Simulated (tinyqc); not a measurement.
G0W0 on RHF in the sto-3g basis, for H3+, spin multiplicity 1, step by step. One step of it, computed by the program tinyqc.

Question. Orthogonalisation. S = U s U^T; symmetric (Loewdin) form X = U s^(-1/2) U^T, so that X^T S X = 1.

overlap S, order 1H 1s, 2H 1s, 3H 1s:
```
[[1.000000, 0.422279, 0.422437],
 [0.422279, 1.000000, 0.422437],
 [0.422437, 0.422437, 1.000000]]
```

Give: eigenvalues of S; X.

Answer.

eigenvalues of S: [0.5775, 0.5777, 1.8448]

X, order 1H 1s, 2H 1s, 3H 1s:
```
[[1.1226, -0.1931, -0.1932],
 [-0.1931, 1.1226, -0.1932],
 [-0.1932, -0.1932, 1.1226]]
```
